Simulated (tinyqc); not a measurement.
# Short-channel transistor, virtual-source model with series resistance, step by step

Numbers from tinyqc (`OMP_NUM_THREADS=1 python tinyqc.py 2380067 2380068 out.jsonl`; about 0.01 s on one thread of a shared Intel Xeon 2.30GHz). Printed values are rounded.

The current per gate width is the charge at the top of the source barrier (the virtual source) times its velocity times a saturation function; al and be are fitting constants of the model. Units: I in uA/um, Rs in ohm um, so I Rs = 1e-6 I Rs in volts; Q in uC/cm^2, so I = 1e-4 Q vx0 Fsat with vx0 in cm/s.

Inputs (values chosen for the exercise):
```
symbol   value        unit                                                         meaning
T          250           K                                                     temperature
Cinv      3.24     uF/cm^2                                           inversion capacitance
vx0     6.63e6        cm/s                                  velocity at the virtual source
mu          97  cm^2/(V s)                                               apparent mobility
L           65          nm                                                  channel length
VT0       0.37           V                                 threshold at zero drain voltage
dl       0.139         V/V                                  drain-induced barrier lowering
n0        1.19                                                         subthreshold factor
nd           0         1/V                                  growth of n with drain voltage
al         3.5              threshold shift (in units of Vt) from weak to strong inversion
be         1.6                                                     sharpness of saturation
Rs         200      ohm um                               series resistance of each contact
Vgs          1           V                                                    gate voltage
Vds          1           V                                                   drain voltage
```

Constants: q = 1.602176634e-19 C, kB = 1.380649e-23 J/K, Vt = kB T/q. Results are converted to the units shown.

## Iteration 1: current through the series resistance

I at the start = 0 uA/um

Intrinsic voltages Vg' = Vgs - I Rs, Vd' = Vds - 2 I Rs. n = n0 + nd Vd', VT = VT0 - dl Vd', Ff = 1/(1 + exp((Vg' - VT + al Vt/2)/(al Vt))), Q = Cinv n Vt ln(1 + exp((Vg' - VT + al Vt Ff)/(n Vt))), Vdsat = (vx0 L/mu)(1 - Ff) + Vt Ff, Fsat = u/(1 + u^be)^(1/be) with u = Vd'/Vdsat, and I(out) = Q vx0 Fsat per width. (Fsat takes the sign of u.) Newton step: I(new) = I + (I(out) - I)/(1 - s), s = dI(out)/dI by a central difference with +/- 0.001 uA/um.

Vg' = 1 V
Vd' = 1 V
VT = 0.231 V
Ff = 2.25734e-5
Q = 2.49157 uC/cm^2
Vdsat = 0.444269 V
Fsat = 0.859949
I(out) = 1420.56 uA/um
s = -0.594004
I after iteration 1 = 891.188 uA/um

## Iteration 2: current through the series resistance

As before.

Vg' = 0.821762 V
Vd' = 0.643525 V
VT = 0.280550 V
Ff = 4.62813e-4
Q = 1.75364 uC/cm^2
Vdsat = 0.444083 V
Fsat = 0.759672
I(out) = 883.244 uA/um
s = -0.611794
I after iteration 2 = 886.259 uA/um

## Iteration 3: current through the series resistance

As before.

Vg' = 0.822748 V
Vd' = 0.645496 V
VT = 0.280276 V
Ff = 4.55148e-4
Q = 1.75772 uC/cm^2
Vdsat = 0.444086 V
Fsat = 0.760496
I(out) = 886.259 uA/um
s = -0.611711
I after iteration 3 = 886.259 uA/um

## Course of the iteration: current through the series resistance

Stop when I changes by less than 1e-7 uA/um, or after 80 iterations.

Course of the iteration:

| iteration | I (uA/um) | \|change\| (uA/um) |
|---|---|---|
| 1 | 891.188 | 891 |
| 2 | 886.259 | 4.93 |
| 3 | 886.259 | 1.27e-4 |
| 4 | 886.259 | < 1e-10 |

Converged in 4 iterations. The change falls from 890 in the first iteration to below the tolerance in the last.

## What the series resistance costs

converged I = 886.259 uA/um
I0 = 1420.56 uA/um

Intrinsic voltages Vg' = Vgs - I Rs, Vd' = Vds - 2 I Rs. n = n0 + nd Vd', VT = VT0 - dl Vd', Ff = 1/(1 + exp((Vg' - VT + al Vt/2)/(al Vt))), Q = Cinv n Vt ln(1 + exp((Vg' - VT + al Vt Ff)/(n Vt))), Vdsat = (vx0 L/mu)(1 - Ff) + Vt Ff, Fsat = u/(1 + u^be)^(1/be) with u = Vd'/Vdsat, and I = Q vx0 Fsat per width. I0 is the current for Rs = 0. Effective velocity I/Q; transit time L Q/I.

loss against I0 = 37.6119 %
effective velocity = 5.04209e6 cm/s
transit time = 1.28915 ps

The carriers leave the virtual source at 76.0 % of vx0.
